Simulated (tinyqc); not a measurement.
# Segment and feed resistance from two drops

Inverse problem. A rail is fed at one end through Rq; K loads of Ij follow, each after a segment Rs. The drop at load j is K Ij Rq + Rs Ij sum_(l=1..j) (K - l + 1). Find Rs, Rq and the worst drop, at the middle, if the rail were fed through Rq at both ends: K Ij Rq/2 + Rs Ij K^2/8 with the load taken as continuous.

Parameters, values chosen for the exercise: number of equal loads K = 28; current of each load Ij = 2.3 mA.

drops at the first and at the last load (mV): 28.98  324.57600

Solution. The difference of the two drops is Rs Ij K (K - 1)/2, which gives Rs; the first drop then gives Rq.

Rs = 0.340 ohm
Rq = 0.110 ohm
drop at the middle with two feeds = 80.2 mV

Computed by the program tinyqc: `OMP_NUM_THREADS=1 python tinyqc.py 2770164 2770165 out.jsonl`, one thread of a shared Intel Xeon 2.30GHz, about 0.07 s for the whole run.
